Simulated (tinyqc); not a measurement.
# Frequency dispersion of an accumulation capacitance by border traps, distributed model: capacitance and loss against frequency

Traps spread evenly through the insulator exchange electrons with the semiconductor by tunnelling, with tau(x) = t0 exp(2 ka x) at depth x from the interface. The admittance per area Y seen at depth x obeys dY/dx = -Y^2/(i w eps0 eox) + q Nb ln(1 + i w tau)/tau, with Y(0) = i w Cs and w = 2 pi f; the gate sees Y(tox) = G + i w C. Working variable y = Y/(i w), in uF/cm^2. Cox = eps0 eox/tox.

Cox; trap-free value 1/(1/Cox + 1/Cs); response depth d = ln(1/(w t0))/(2 ka), where w tau = 1; lumped estimate: all traps within d act as C_bt = q Nb d placed at d/2, so C = 1/{1/[1/(1/Cs + d/(2 eps0 eox)) + C_bt] + (tox - d/2)/(eps0 eox)}. C and G from a fine integration; dispersion -d C/d log10 f over C, from f times and over 1.1. For a broad spread of time constants G/w is close to -(pi/2) dC/d ln w.

Parameters, values chosen for the exercise; permittivity close to that of silicon dioxide: relative permittivity of the insulator eox = 3.85; insulator thickness tox = 3.9 nm; semiconductor capacitance in accumulation Cs = 0.64 uF/cm^2; density of border traps Nb = 4.7e18 cm^-3 eV^-1; decay constant of the wave function in the insulator ka = 6.3 1/nm; time constant of a trap at the interface t0 = 8e-9 s.

Constants: q = 1.602176634e-19 C, eps0 = 8.8541878128e-14 F/cm where lengths are in cm. Results are converted to the units shown.

The same in every row: trap-free C (uF/cm^2) = 0.3695.

Result of one run:

| f (Hz) | d (nm) | C (uF/cm^2) | G/w (uF/cm^2) | dispersion (% a decade) | -(pi/2) dC/d ln w (uF/cm^2) | lumped C (uF/cm^2) |
|---|---|---|---|---|---|---|
| 1e7 | 0.05459 | 0.3730 | 0.002787 | 1.191 | 0.003030 | 0.3709 |

What becomes of these results when the frequency f is changed from 1e7 to 10 Hz, all else the same?

Result of the changed run:

| f (Hz) | d (nm) | C (uF/cm^2) | G/w (uF/cm^2) | dispersion (% a decade) | -(pi/2) dC/d ln w (uF/cm^2) | lumped C (uF/cm^2) |
|---|---|---|---|---|---|---|
| 10 | 1.151 | 0.4062 | 0.004369 | 1.576 | 0.004368 | 0.4031 |

The whole series:

| f (Hz) | d (nm) | C (uF/cm^2) | G/w (uF/cm^2) | dispersion (% a decade) | -(pi/2) dC/d ln w (uF/cm^2) | lumped C (uF/cm^2) |
|---|---|---|---|---|---|---|
| 10 | 1.151 | 0.4062 | 0.004369 | 1.576 | 0.004368 | 0.4031 |
| 100 | 0.9683 | 0.4000 | 0.004160 | 1.524 | 0.004158 | 0.3971 |
| 1000 | 0.7856 | 0.3940 | 0.003960 | 1.473 | 0.003959 | 0.3914 |
| 10000 | 0.6028 | 0.3884 | 0.003770 | 1.423 | 0.003769 | 0.3859 |
| 1e5 | 0.4201 | 0.3830 | 0.003584 | 1.373 | 0.003588 | 0.3806 |
| 1e6 | 0.2373 | 0.3779 | 0.003368 | 1.324 | 0.003412 | 0.3756 |
| 1e7 | 0.05459 | 0.3730 | 0.002787 | 1.191 | 0.003030 | 0.3709 |

C falls from 0.4062 to 0.3730 uF/cm^2, towards the trap-free 0.3695; each decade of frequency removes ln 10/(2 ka) = 0.183 nm from the response depth. The dispersion falls from 1.58 to 1.19 % a decade and G/w falls from 0.00437 to 0.00279 uF/cm^2. G/w lies between 0.920 and 1.00 times -(pi/2) dC/d ln w, the relation for a broad spread of time constants.

Computed by the program tinyqc: `OMP_NUM_THREADS=1 python tinyqc.py 2202107 2202108 out.jsonl`, one thread of a shared Intel Xeon 2.30GHz, about 0.3 s for the whole run.
